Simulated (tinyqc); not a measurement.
# Ballast resistance and gain from the on-state line

Question. At high current V = BV (1 + be)^(-1/n) + I Ro. Find Ro, the intercept and be.

Inputs (values chosen for the exercise):
- BV = 10.9 V (junction breakdown voltage)
- n = 3.1 (exponent of the multiplication)

V at I = 3.9 and 7.8 mA/um (V): [8.1200937, 9.8360937]

Solution. The slope is Ro; the intercept over BV is (1 + be)^(-1/n).

Ro = 440.0 ohm um
intercept = 6.404 V
be = 4.200

tinyqc, about 0.01 s, one thread, Intel Xeon 2.30GHz (shared host): `OMP_NUM_THREADS=1 python tinyqc.py 2670041 2670042 out.jsonl`
